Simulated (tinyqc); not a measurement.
Thin-film transistor with exponential tail and deep states, accumulation layer: transfer curve.

An undoped film in accumulation, thicker than the space-charge layer. With band bending psi the Fermi level lies E0 - psi below the band edge. Free electrons n = n0 exp(psi/Vt) carry the current; electrons in two exponential distributions of traps, a = a0 exp(psi/Va) and d = d0 exp(psi/Vp), do not. Linear regime, ohmic contacts, traps in equilibrium.

Va = kB Tt/q, Vp = kB Td/q; n0 = Nc exp(-E0/Vt), a0 = Nt th(T/Tt) exp(-E0/Va), d0 = Nd th(T/Td) exp(-E0/Vp), th(x) = pi x/sin(pi x). G(psi) = sum over the three kinds of c0 [V (exp(psi/V) - 1) - psi], field F = sqrt(2 q G/(eps0 eps_r)); Vg = psi + eps0 eps_r F/Ci at the surface. Total charge Q = Ci (Vg - psi_s); free charge Qf = q times the integral of n0 (exp(psi/Vt) - 1)/F over psi from 0 to psi_s; I = (W/L) mb Qf Vd; effective mobility mb Qf/Q. The last column is d ln I/d ln Vg.

Values chosen for this exercise; values close to those of amorphous silicon:
- T = 250 K (temperature)
- eps_r = 11.8 (relative permittivity of the semiconductor)
- Nc = 4.4e19 cm^-3 (density of extended states)
- mb = 7.3 cm^2/(V s) (band mobility)
- Nt = 6.3e19 cm^-3 (total density of tail states)
- Tt = 340 K (characteristic temperature of the tail)
- Nd = 5.4e17 cm^-3 (total density of deep states)
- Td = 1200 K (characteristic temperature of the deep states)
- E0 = 0.43 eV (bulk Fermi level below the band edge)
- Ci = 100 nF/cm^2 (gate capacitance)
- WL = 2 (ratio W/L)
- Vd = 0.2 V (drain voltage)

Constants: q = 1.602176634e-19 C, kB = 1.380649e-23 J/K, Vt = kB T/q, eps0 = 8.8541878128e-14 F/cm where lengths are in cm. Results are converted to the units shown.

Transfer curve:
```
Vg (V),E0 - psi_s (eV),Q (nC/cm^2),free share (%),effective mobility (cm^2/(V s)),I (nA),exponent
0.16,0.3634,9.335,0.01124,8.209e-4,0.003065,2.087
0.26,0.3271,15.71,0.02245,0.001639,0.01030,2.970
0.43,0.2761,27.61,0.07425,0.005421,0.05986,3.944
0.69,0.2232,48.32,0.2807,0.02049,0.3961,3.836
1.1,0.1772,84.72,0.8014,0.05850,1.983,3.063
1.8,0.1370,150.7,1.729,0.1262,7.609,2.453
3,0.1007,267.1,3.091,0.2257,24.11,2.097
4.9,0.06887,453.9,4.832,0.3528,64.05,1.903
8,0.03878,760.9,7.095,0.5179,157.6,1.780
```

The current rises from 0.00307 to 158 nA and the free share rises from 0.0112 to 7.09 %; the exponent goes from 2.09 through a maximum of 3.94 (at Vg = 0.43 V among the rows listed) to 1.78. If one kind of trap held all the charge, I would go as Q^(2 Tx/T - 1): 8.60 for the deep states, 1.72 for the tail and 1 for free electrons alone. At Vg = 8 V the surface Fermi level is within 2 Vt of the band edge, where the exponential forms fail. For Vg = 1.8 to 8 V the th form, which assumes a Fermi level far below the edge, overcounts the filled tail at the surface by more than 15 %.

Program tinyqc, `OMP_NUM_THREADS=1 python tinyqc.py 2610002 2610003 out.jsonl`; Intel Xeon 2.30GHz, shared host, one thread, about 0.02 s.
